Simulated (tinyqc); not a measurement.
Inside a calculation. Method: lattice vibrations of a chain. Computed by tinyqc, a small Python program that keeps every step. Command: `OMP_NUM_THREADS=1 python tinyqc.py 25392 25393 out.jsonl` (the two numbers bound the seeds that draw the settings). One thread of a shared host (Intel(R) Xeon(R) Processor @ 2.60GHz), about 0.01 s of CPU time with the checks.

## Dynamical matrix at q = 0.12

A chain moving along its axis:
```
atom                mass (u)  spring to the next atom (eV/angstrom^2)
1                  78.100000                                23.400000
2                  82.700000                                11.200000
3                  95.400000                                19.100000
4                  69.400000                                 9.100000
second neighbours          -                                 2.800000
```

q is in units of 2 pi/a. A spring k from atom i to atom j, n cells on, adds k to Phi_ii and Phi_jj, -k exp(2 pi i q n) to Phi_ij and the conjugate to Phi_ji (for one atom a cell: 2k (1 - cos 2 pi q n)); D_ij = Phi_ij / sqrt(m_i m_j).

D(q) (eV/(angstrom^2 u)):
```
[[0.487836, -0.291164, -0.056085+0.022206i, -0.090104+0.084613i],
 [-0.291164, 0.486094, -0.126093, -0.063902+0.025300i],
 [-0.056085-0.022206i, -0.126093, 0.376310, -0.234736],
 [-0.090104-0.084613i, -0.063902-0.025300i, -0.234736, 0.487032]]
```

## Frequencies

omega^2 are the eigenvalues; wavenumber = 521.4708 sqrt(eigenvalue) 1/cm.

eigenvalues: [0.010756, 0.364270, 0.660327, 0.801920]

wavenumbers (1/cm): [54.1, 314.7, 423.7, 467.0]

weights |e|^2 of the mass-weighted modes, order atom 1, atom 2, atom 3, atom 4:
```
[[0.239354, 0.269058, 0.049171, 0.442417],
 [0.254308, 0.229478, 0.100253, 0.415961],
 [0.294561, 0.340660, 0.307032, 0.057746],
 [0.211777, 0.160804, 0.543543, 0.083875]]
```

## Dispersion and heat capacity

C/k_B per atom = mean over q = (j + 1/2)/80, j = 0..39 and all branches of y^2 e^y/(e^y - 1)^2, y = hc wavenumber / k_B T.

Wavenumbers (1/cm):
```
q           branch 1    branch 2    branch 3    branch 4
0.000000    0.000000  323.244728  420.918327  466.854848
0.062500   28.249321  320.871001  421.747917  466.888972
0.125000   56.315833  314.036118  423.964580  466.986851
0.187500   84.015349  303.402049  426.949643  467.135377
0.250000  111.158904  289.673775  430.073613  467.313953
0.312500  137.541959  273.440036  432.865578  467.496512
0.375000  162.901579  255.203305  435.024467  467.654684
0.437500  186.643541  235.691808  436.376994  467.762248
0.500000  202.592360  221.146648  436.836499  467.800395
```

Heat capacity:
```
T (K)  C/k_B per atom
20           0.050861
50           0.132587
100          0.306085
200          0.637472
300          0.802199
600          0.943086
1200         0.985227
```

zero-point energy per atom = 19.972086 meV
